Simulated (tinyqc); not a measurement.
Gated two-dimensional channel with two bands, quantum capacitance: one step of the calculation.

phi is the Fermi level above the lowest band edge, in volts; Vg is counted from the gate voltage at which an empty channel would have phi = 0. The channel has no thickness; trap charge is -q Dit phi.

Task. Charge and capacitances at the solution. D1 = gv md m0 q/(pi hbar^2), D2 = g2 m2 m0 q/(pi hbar^2) per eV; n1 = D1 Vt ln(1 + exp(phi/Vt)), n2 = D2 Vt ln(1 + exp((phi - E2)/Vt)), n = n1 + n2; Cq = q dn/dphi = q [D1/(1 + exp(-phi/Vt)) + D2/(1 + exp((E2 - phi)/Vt))]. 1/C_G = 1/Cox + 1/(Cq + q Dit); dphi/dVg = Cox/(Cox + Cq + q Dit).

Parameters, values chosen for the exercise; lowest band close to that of monolayer MoS2:
- T = 150 K (temperature)
- md = 0.504 m0 (in-plane mass)
- gv = 2 (valley degeneracy)
- m2 = 0.88 m0 (in-plane mass of a second band, chosen freely)
- g2 = 4 (valley degeneracy of that band, chosen freely)
- E2 = 0.34 eV (second band edge above the first)
- Dit = 0 cm^-2 eV^-1 (density of traps)

Constants: q = 1.602176634e-19 C, kB = 1.380649e-23 J/K, hbar = 1.054571817e-34 J s, m0 = 9.1093837015e-31 kg, Vt = kB T/q. Results are converted to the units shown.

converged phi = 0.025959354 V
Cox = 1.8174386 uF/cm^2

Wanted: n; Cq; C_G; dphi/dVg.

Result.

n = 1.1616e13 cm^-2
Cq = 59.480 uF/cm^2
C_G = 1.7636 uF/cm^2
dphi/dVg = 0.029649

Cq is 32.7 times Cox, so C_G is 97.0 % of Cox; 2.47 % of the gate voltage has gone into phi.

Program tinyqc, `OMP_NUM_THREADS=1 python tinyqc.py 2200151 2200152 out.jsonl`; Intel Xeon 2.30GHz, shared host, one thread, about 0.01 s.
